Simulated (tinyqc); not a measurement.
# Depletion-mode phase shifter in a rib waveguide and its Mach-Zehnder modulator: effects of single changes

A lateral p-n junction at x0 in a waveguide whose mode intensity is a Gaussian of rms width s about x = 0; p side at smaller x. Reverse bias removes carriers and raises the index. Abrupt junction, doping uniform over the whole mode, lumped electrode (no travelling-wave effects).

Values chosen for this exercise; values close to those of silicon near 1550 nm: wavelength lam = 1550 nm; relative permittivity of the semiconductor eps_r = 11.7; donor density Nd = 3e17 cm^-3; built-in voltage Vb = 0.94 V; rms width of the lateral mode intensity s = 130 nm; junction offset towards the n side x0 = -40 nm; vertical confinement times ng/n G = 0.76; rib height hr = 220 nm; fringe capacitance Cf = 40 pF/m; series resistance Rs = 11.4 ohm mm; reverse bias V = 3 V; passive loss a0 = 1.6 dB/cm.

Constants: q = 1.602176634e-19 C, eps0 = 8.8541878128e-14 F/cm where lengths are in cm. Results are converted to the units shown.

Each table varies one quantity; the others keep the values above.

## Effect of the acceptor density

Free-carrier changes (empirical, N and P in cm^-3): |dn| = 8.5e-18 P^0.8 for holes, 8.8e-22 N for electrons; absorption 6e-18 P and 8.5e-18 N in 1/cm. W = sqrt(2 eps0 eps_r (Vb + V)(1/Na + 1/Nd)/q); edges xp = x0 - W Nd/(Na + Nd), xn = x0 + W Na/(Na + Nd); F(x) = [1 + erf(x/(sqrt(2) s))]/2. dneff = G {dn_h [F(xp(0)) - F(xp(V))] + dn_e [F(xn(V)) - F(xn(0))]}; VpiL = lam V/(2 dneff); loss = a0 + 4.343 G {a_h F(xp) + a_e [1 - F(xn)]} dB/cm at V; C = eps0 eps_r hr/W + Cf; fRC = 1/(2 pi Rs C).

Results:
```
Na (cm^-3)     dneff  VpiL (V cm)  loss (dB/cm)  VpiL x loss (V dB)  C (pF/m)  fRC (GHz)
5e16        2.629e-5        8.843         5.574               49.30     106.1      131.6
9.4e16      4.722e-5        4.923         5.258               25.89     125.4      111.3
1.7e17      7.111e-5        3.270         5.118               16.73     145.2      96.17
6.1e17      1.066e-4        2.181         7.039               15.35     183.2      76.21
1.1e18      1.108e-4        2.099         10.30               21.63     195.0      71.59
2.1e18      1.092e-4        2.129         17.52               37.31     203.6      68.58
4e18        1.042e-4        2.230         31.62               70.52     208.7      66.90
```

Estimate the missing row, Na = 3.3e17 cm^-3.

Computed row:
```
Na (cm^-3)     dneff  VpiL (V cm)  loss (dB/cm)  VpiL x loss (V dB)  C (pF/m)  fRC (GHz)
3.3e17      9.406e-5        2.472         5.535               13.68     166.6      83.81
```

With this row back in the table: As Na goes from 5e16 to 4e18 cm^-3, VpiL goes from 8.84 through a minimum of 2.10 (at Na = 1.1e18 cm^-3 among the rows listed) to 2.23 V cm, the loss goes from 5.57 through a minimum of 5.12 (at Na = 1.7e17 cm^-3 among the rows listed) to 31.6 dB/cm, their product goes from 49.3 through a minimum of 13.7 (at Na = 3.3e17 cm^-3 among the rows listed) to 70.5 V dB and fRC falls from 132 to 66.9 GHz. Rs is held fixed, though in a real device it falls with doping.

## Scaling both dopings

Same model as above.

Nd = 0.5660377358 Na in every row.

Results:
```
Na (cm^-3)     dneff  VpiL (V cm)  loss (dB/cm)  VpiL x loss (V dB)  C (pF/m)  fRC (GHz)
5e16        1.988e-5        11.69         1.645               19.24     82.92      168.4
9.4e16      3.669e-5        6.336         1.837               11.64     98.85      141.2
1.7e17      5.660e-5        4.108         2.413               9.913     119.1      117.2
3.3e17      8.292e-5        2.804         4.090               11.47     150.3      92.91
6.1e17      1.115e-4        2.085         7.610               15.87     189.9      73.51
2.1e18      1.870e-4        1.243         29.33               36.47     318.2      43.88
4e18        2.407e-4       0.9661         58.98               56.98     423.9      32.93
```

Estimate the missing row, Na = 1.1e18 cm^-3.

Computed row:
```
Na (cm^-3)     dneff  VpiL (V cm)  loss (dB/cm)  VpiL x loss (V dB)  C (pF/m)  fRC (GHz)
1.1e18      1.439e-4        1.616         14.43               23.32     241.3      57.85
```

With this row back in the table: As Na goes from 5e16 to 4e18 cm^-3, VpiL falls from 11.7 to 0.966 V cm, the loss rises from 1.65 to 59.0 dB/cm, their product goes from 19.2 through a minimum of 9.91 (at Na = 1.7e17 cm^-3 among the rows listed) to 57.0 V dB and fRC falls from 168 to 32.9 GHz. Rs is held fixed, though in a real device it falls with doping.

tinyqc, about 0.01 s, one thread, Intel Xeon 2.30GHz (shared host): `OMP_NUM_THREADS=1 python tinyqc.py 2650012 2650013 out.jsonl`
